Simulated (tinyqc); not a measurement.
Leaving out one process at a time: Debye-Callaway model of lattice thermal conductivity. Computed by tinyqc, a small Python program. Command: `OMP_NUM_THREADS=1 python tinyqc.py 3030867 3030868 out.jsonl callaway walk`. One thread of a shared host (Intel(R) Xeon(R) Processor @ 2.30GHz), about 0.01 s of CPU time with the checks.

Three acoustic branches with one velocity v, cut at omega_D = k_B Theta/hbar; x = hbar omega/(k_B T). v and Theta are separate inputs: Theta cuts off the heat-carrying modes, so C need not reach 3 k_B/V. gamma is an effective value that sets the umklapp rate. Heat flows along the wire.

Inputs (values chosen for the exercise, modelled on silicon):

| quantity | value | unit |
|---|---|---|
| sound velocity v | 6400 | m/s |
| Debye temperature Theta | 670 | K |
| volume per atom V | 20 | angstrom^3 |
| mean atomic mass M | 28.09 | u |
| effective Grueneisen parameter gamma | 2.21 | - |
| umklapp exponent divisor b | 3 | - |
| mass variance Gamma | 0.00018 | - |
| wire diameter D | 0.24 | micrometre |
| specularity p | 0.8 | - |
| temperature T | 300 | K |

Sample: wire. Point defects: isotopes. Normal processes: left out.

Constants: k_B = 1.380649e-23 J/K; hbar = 1.054571817e-34 J s; u = 1.6605390666e-27 kg.

Method:
- Gamma is given directly by the isotope mixture. A = V Gamma/(4 pi v^3).
- Rates: point defects A omega^4; umklapp B omega^2 T exp(-Theta/(b T)) with B = hbar gamma^2/(M v^2 Theta). Boundaries: v/Lambda_B with Lambda_B = D (1 + p)/(1 - p).
- kappa_1 = c int tau_C g dx, g = x^4 e^x/(e^x - 1)^2, c = (k_B/(2 pi^2 v)) (k_B T/hbar)^3, over 0 < x < min(Theta/T, 40), by 96 Gauss-Legendre points in s with x = x_max s^2; tau_C = tau_R, the inverse of the summed rates, and kappa = kappa_1.

Rayleigh coefficient A = 1.09283e-45 s^3

Conductivity at T:

| case | kappa (W/(m K)) | ratio to all |
|---|---|---|
| all processes | 121.30 | 1 |
| without point defects | 127.04 | 1.0473 |
| without boundaries | 141.11 | 1.1632 |
| without umklapp | 1398.1 | 11.525 |

What does the comparison show, and why?

Removing umklapp raises kappa most, by a factor 11.5; removing point defects gives only 1.05.
